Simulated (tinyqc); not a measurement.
Full result against the linear law: strain, valley repopulation and piezoresistance in a many-valley conduction band. Computed by tinyqc, a small Python program. Command: `OMP_NUM_THREADS=1 python tinyqc.py 3024090 3024091 out.jsonl valleys walk`. One thread of a shared host (Intel(R) Xeon(R) Processor @ 2.30GHz), about 0.03 s of CPU time with the checks.

Valleys are ellipsoids with mass m_l along the axis a and m_t across it, parabolic, with one constant relaxation time; strain shifts the valleys and leaves the masses alone. Currents are taken along [100], along the load, and along [010], across the load.

Inputs (values chosen for the exercise, for a model crystal):

| quantity | value | unit |
|---|---|---|
| longitudinal mass m_l | 0.749 | m_0 |
| transverse mass m_t | 0.133 | m_0 |
| shear deformation potential Xi_u | 9.3 | eV |
| dilation deformation potential Xi_d | 1.1 | eV |
| C11 | 161 | GPa |
| C12 | 60.9 | GPa |
| C44 | 82.3 | GPa |
| electron density n | 2.7e+16 | 1/cm^3 |
| relaxation time tau | 43 | fs |
| temperature T | 300 | K |

Valley axes: <100> (6 valleys in 3 pairs). Load: uniaxial [100].

Constants: k_B = 8.617333262e-05 eV/K; m_0 = 9.1093837015e-31 kg; k_B = 1.380649e-23 J/K; hbar = 1.054571817e-34 J s; e = 1.602176634e-19 C.

Method:
- Each of the 6 valleys holds n_v = N_v (2/sqrt(pi)) F_1/2((E_F - dE_v)/(k_B T)), N_v = 2 (m_d k_B T/(2 pi hbar^2))^(3/2), m_d = (m_l m_t^2)^(1/3); E_F solves sum n_v = n and is counted from the unstrained edge.
- F_j(eta) = int_0^infinity x^j/(1 + exp(x - eta)) dx, without a gamma-function factor. It is evaluated after integrating by parts.
- Integrals over x = E/(k_B T) use 160 Gauss-Legendre points in u = sqrt(x) from 0 to sqrt(max(eta, 0) + 32).
- With eta_0 the reduced Fermi level without strain, r = F_-1/2(eta_0)/(2 F_1/2(eta_0)) (1 for a classical gas) and c = r (Xi_u/k_B T) (m_l - m_t)/(2 m_l + m_t): pi11 = -(2/3) c (S11 - S12), pi12 = -pi11/2, pi44 = 0, with S11 - S12 = 1/(C11 - C12).
- Compliances S11 = (C11 + C12)/((C11 - C12)(C11 + 2 C12)), S12 = -C12/((C11 - C12)(C11 + 2 C12)), S44 = 1/C44; stress sigma_ij = X n_i n_j for the unit vector n of the load; e_xx = S11 sigma_xx + S12 (sigma_yy + sigma_zz), e_xy = S44 sigma_xy/2 (tensor strain).
- Herring-Vogt shift of a valley with unit axis a: dE = Xi_d tr(e) + Xi_u a.e.a.
- Mobility tensor mu = e tau sum_v (n_v/n) [1/m_t + (1/m_l - 1/m_t) a a^T]; unstrained mu_0 = e tau (1/m_l + 2/m_t)/3; resistivity along d from the inverse tensor, rho_d = d.mu^-1.d/(n e), mobility along d = 1/(d.mu^-1.d); gauge pi_d = (rho_d/rho_0 - 1)/X.
- Linear theory: pi_l = pi11, pi_t = pi12.

pi11 = -90.4380 1e-11/Pa

pi12 = 45.2190 1e-11/Pa

pi44 = 0 1e-11/Pa

Resistance changes (%); at 2000 MPa the strain is near or above 1 %, where band warping, left out here, matters:

| X (MPa) | splitting (meV) | largest share | first direction | linear | second direction | linear |
|---|---|---|---|---|---|---|
| -2000 | 185.81 | 0.99849 | 305.93 | 180.88 | -27.369 | -90.438 |
| -1000 | 92.91 | 0.94780 | 229.19 | 90.44 | -25.822 | -45.219 |
| -400 | 37.16 | 0.67777 | 64.00 | 36.18 | -16.327 | -18.088 |
| -150 | 13.94 | 0.46148 | 16.99 | 13.57 | -6.768 | -6.783 |
| -50 | 4.65 | 0.37436 | 4.88 | 4.52 | -2.271 | -2.261 |
| 50 | 4.65 | 0.35266 | -4.20 | -4.52 | 2.239 | 2.261 |
| 150 | 13.94 | 0.38708 | -10.86 | -13.57 | 6.485 | 6.783 |
| 400 | 37.16 | 0.44690 | -20.47 | -36.18 | 14.768 | 18.088 |
| 1000 | 92.91 | 0.49321 | -26.60 | -90.44 | 22.123 | 45.219 |
| 2000 | 185.81 | 0.49981 | -27.39 | -180.88 | 23.248 | 90.438 |

What does the comparison show, and why?

Along the first direction the linear law holds within 10 % for 2 of the 10 stresses, at -50.0, 50.0 MPa. At the largest compression the full change is +305.9 % against the linear +180.9 %, at the largest tension -27.4 % against -180.9 %: once the splitting is comparable with k_B T (or E_F) the populations no longer follow it linearly, and the change must saturate when the upper valleys are empty.

Extremes, crossings and ranges named in words are read from the listed rows.
